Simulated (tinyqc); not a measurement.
Dispersion against the sound-wave line: Born-von Karman spring model of a cubic crystal with one atom per cell. Computed by tinyqc, a small Python program. Command: `OMP_NUM_THREADS=1 python tinyqc.py 3006919 3006920 out.jsonl springs walk`. One thread of a shared host (Intel(R) Xeon(R) Processor @ 2.30GHz), about 0.1 s of CPU time with the checks.

First neighbours lie at a/2 (1,1,1) (8 of them), second at a (1,0,0) (6), with all permutations and signs; the volume per atom is Omega = a^3/2. Two shells of springs match a real metal only roughly, above all at the zone boundary.

Inputs (values chosen for the exercise, modelled on sodium):
```
quantity                value           unit
atomic mass M           22.99              u
radial spring k1L       0.239  eV/angstrom^2
transverse spring k1T   -0.01  eV/angstrom^2
radial spring k2L       0.034  eV/angstrom^2
transverse spring k2T  0.0051  eV/angstrom^2
```

Lattice: bcc.

Constants: nu for 1 eV/(angstrom^2 u) = 15.6333042 THz.

Method:
- A neighbour at R with unit vector n couples by the matrix K(R) = kL n n^T + kT (1 - n n^T), and D(q) = (1/M) sum_R K(R) [1 - cos(q.R)].
- An eigenvalue lambda of D in eV/(angstrom^2 u) gives nu = 15.6333042 THz x sqrt(lambda).
- The last column divides the top branch by the straight line with its slope at G. End points in 2 pi/a: H = (1, 0, 0), N = (0.5, 0.5, 0).

Frequencies (THz) along two lines:
```
line  fraction of the way    nu 1    nu 2    nu 3  nu 3 / linear
G-H                  0.10  0.5697  0.5697  0.6648        0.99201
G-H                  0.25  1.3881  1.3881  1.5941        0.95155
G-H                  0.40  2.1180  2.1180  2.3659        0.88265
G-H                  0.55  2.7187  2.7187  2.9309        0.79521
G-H                  0.70  3.1622  3.1622  3.2869        0.70071
G-H                  0.85  3.4329  3.4329  3.4696        0.60912
G-H                  1.00  3.5237  3.5237  3.5237        0.52584
G-N                  0.10  0.1410  0.4032  0.6044        0.99589
G-N                  0.25  0.3449  0.9863  1.4787        0.97450
G-N                  0.40  0.5297  1.5149  2.2711        0.93549
G-N                  0.55  0.6853  1.9597  2.9381        0.88016
G-N                  0.70  0.8030  2.2963  3.4428        0.81033
G-N                  0.85  0.8763  2.5060  3.7571        0.72827
G-N                  1.00  0.9012  2.5772  3.8639        0.63662
```

What does the comparison show, and why?

Along G-H the top branch ends at 53 % of its linear extrapolation. Along G-N the top branch ends at 64 % of its linear extrapolation, which is the 2/pi of a pure sine: planes normal to this line couple to their next planes alone. A Debye model keeps the straight line throughout.
